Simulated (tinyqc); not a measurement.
# Worked calculation: ballistic Schottky-barrier transistor with a two-dimensional channel, WKB contacts

tinyqc, about 0.4 s, one thread, Intel Xeon 2.30GHz (shared host): `OMP_NUM_THREADS=1 python tinyqc.py 2390061 2390062 out.jsonl` Printed values are rounded.

Source Fermi level 0, drain Fermi level -Vd. Far from the contacts Ec = pn - psi, and the gate moves psi one to one; the band edges relax as exp(-x/lam) from pn at the source and pn - Vd at the drain; Ev = Ec - Eg. A carrier of energy w inside the channel band meets at a contact a barrier of height D (the contact edge beyond the channel edge): T = 1 for w >= D, else exp(-S), S = 4 lam sqrt(m/C) [sqrt(D - w) - sqrt(w) arctan sqrt((D - w)/w)], C = hbar^2/(2 m0). The two contacts combine as Ts Td/(Ts + Td - Ts Td).

Parameters, values chosen for the exercise; channel values close to those of an ultrathin silicon body with silicide contacts:

| symbol | value | unit | meaning |
|---|---|---|---|
| T | 300 | K | temperature |
| Eg | 1.12 | eV | band gap |
| pn | 0.34 | eV | barrier for electrons at both contacts |
| mn | 0.18 | m0 | electron mass |
| mp | 0.25 | m0 | hole mass |
| g | 2 |  | valleys or subbands |
| lam | 3.5 | nm | screening length at the contacts |
| Vd | 0.1 | V | drain bias |
| ps | 0.41 | V | band shift psi of the channel by the gate |
| w0 | 0.17 | eV | energy of one carrier inside the channel band |
| wm | 0.59 | eV | upper end of the grid |
| nE | 13 |  | points of the grid |

Constants: q = 1.602176634e-19 C, kB = 1.380649e-23 J/K, hbar = 1.054571817e-34 J s, h = 6.62607015e-34 J s, m0 = 9.1093837015e-31 kg, Vt = kB T/q, hbar^2/(2 m0) = 0.0380998212 eV nm^2. Results are converted to the units shown.

Range of the model: No scattering, image-force lowering, channel charge or band-to-band tunnelling; parabolic kappa overstates S deep in the gap.

## Band edges and barriers

Electrons: Ds = psi, Dd = psi - Vd, Es = Ec, Ed = Ec + Vd. Holes: Ds = -psi, Dd = Vd - psi, Es = -Ev, Ed = -Ev - Vd. The size of each current is taken; both flow from drain to source and add.

Ec = -0.07 eV
Ev = -1.19 eV
D for electrons (eV): source 0.410000, drain 0.310000
D for holes (eV): source -0.410000, drain -0.310000

A negative D is no barrier. Here the electrons carry the larger current.

## Transmission of one of the electrons

S and T at both contacts for w = w0, and the tunnelling distance lam ln(D/w) at the higher barrier.

S at the source = 3.97719
S at the drain = 2.13983
combined T = 0.0164298
tunnelling distance = 3.08126 nm

## Current of the electrons on a coarse grid

I/W = g (2 q^2/h) int T(w) [N(Es + w) - N(Ed + w)] dw with w the energy of motion along the channel, N(y) = (1/2 pi) sqrt(pi m kB T/C) Fm(-y/kB T), Fm(x) = (1/sqrt(pi)) int_0^infinity u^(-1/2)/(1 + exp(u - x)) du. Electrons: Ds = psi, Dd = psi - Vd, Es = Ec, Ed = Ec + Vd. Holes: Ds = -psi, Dd = Vd - psi, Es = -Ev, Ed = -Ev - Vd. The size of each current is taken; both flow from drain to source and add. Simpson's rule on nE equally spaced w from 0 to wm.

w, point 0 to 12 (eV): [0.000000, 0.049167, 0.098333, 0.147500, 0.196667, 0.245833, 0.295000, 0.344167, 0.393333, 0.442500, 0.491667, 0.540833, 0.590000]
Ts, point 0 to 12: [3.45050e-9, 4.24865e-5, 0.00102528, 0.00864648, 0.0415089, 0.136368, 0.334706, 0.639227, 0.947320, 1, 1, 1, 1]
Td, point 0 to 12: [4.38391e-8, 4.50050e-4, 0.00891664, 0.0605048, 0.227214, 0.558817, 0.940533, 1, 1, 1, 1, 1, 1]
T, point 0 to 12: [3.19874e-9, 3.88231e-5, 9.20390e-4, 0.00762302, 0.0363737, 0.123114, 0.327769, 0.639227, 0.947320, 1, 1, 1, 1]
size of the supply difference, point 0 to 12 (1/um): [146.694, 88.2905, 26.1278, 4.64949, 0.715174, 0.107257, 0.0160236, 0.00239244, 3.57177e-4, 5.33238e-5, 7.96081e-6, 1.18848e-6, 1.77431e-7]
current = 0.827820 uA/um

A converged quadrature gives 0.8328 uA/um; this grid is 0.60 % below that. 0.0902 % of it passes over both barriers, the rest tunnels. The other carrier adds 2.23e-16 uA/um.
